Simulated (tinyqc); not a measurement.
Schottky emission and Poole-Frenkel conduction in an insulator, and how to tell them apart: two steps of the calculation.

Schottky emission (electrode-limited): J = As T^2 exp[-(pb - b sqrt(F))/Vt], b = sqrt(q/(4 pi eps0 ei)). Poole-Frenkel emission (bulk-limited): J = s0 F exp[-(pt - 2 b sqrt(F))/Vt]. F in V/cm.

Inputs (values chosen for the exercise); dielectric values close to those of hafnium oxide:
```
symbol  value          unit                               meaning
T         300             K                           temperature
ei       4.08                high-frequency relative permittivity
es       22.4                        static relative permittivity
pt       1.01            eV                            trap depth
s0      0.021          S/cm               Poole-Frenkel prefactor
pb       1.23            eV                     electrode barrier
As         47  A/(cm^2 K^2)                   Richardson constant
F         0.9         MV/cm                                 field
```

Constants: q = 1.602176634e-19 C, kB = 1.380649e-23 J/K, Vt = kB T/q, eps0 = 8.8541878128e-14 F/cm where lengths are in cm. Results are converted to the units shown.

Task 1. Both currents at one field. Lowerings b sqrt(F) and 2 b sqrt(F); the image-force maximum lies at sqrt(q/(16 pi eps0 ei F)) from the electrode.

Give: Schottky lowering; position of the barrier top; Poole-Frenkel lowering; J, Schottky; J, Poole-Frenkel.

Result 1.

Schottky lowering = 178.2 meV
position of the barrier top = 0.9901 nm
Poole-Frenkel lowering = 356.4 meV
J, Schottky = 9.063e-12 A/cm^2
J, Poole-Frenkel = 1.983e-7 A/cm^2

Injection and bulk transport act in series, so the smaller capacity limits the current: here the electrode, by a factor of 21900.

Task 2. Which mechanism made these data. The data come from another sample of the same dielectric, in which one mechanism alone limits the current. Fit straight lines by least squares: ln J on sqrt(F) (Schottky plot, slope b/Vt) and ln(J/F) on sqrt(F) (Poole-Frenkel plot, slope 2 b/Vt), F in V/cm, and read a permittivity from each slope. The right mechanism gives a value near ei, and in any case between ei and es.

```
point  F (MV/cm)  J (A/cm^2)
0           1.02    1.369e-8
1           1.63    1.056e-6
2           2.24    3.549e-5
3           2.85   0.0007305
4           3.45     0.01034
5           4.06      0.1202
```

Give: slope of the Schottky plot; permittivity read as Schottky; slope of the Poole-Frenkel plot; permittivity read as Poole-Frenkel.

Result 2.

slope of the Schottky plot = 0.01590 (cm/V)^0.5
permittivity read as Schottky = 0.8525
slope of the Poole-Frenkel plot = 0.01453 (cm/V)^0.5
permittivity read as Poole-Frenkel = 4.080

Both plots are nearly straight, so straightness decides nothing. Read as Poole-Frenkel the data give 4.08, which matches ei = 4.08; read as Schottky they give 0.852, below 1 and impossible. The data are Poole-Frenkel.

Computed by the program tinyqc: `OMP_NUM_THREADS=1 python tinyqc.py 2370112 2370113 out.jsonl`, one thread of a shared Intel Xeon 2.30GHz, about 0.01 s for the whole run.
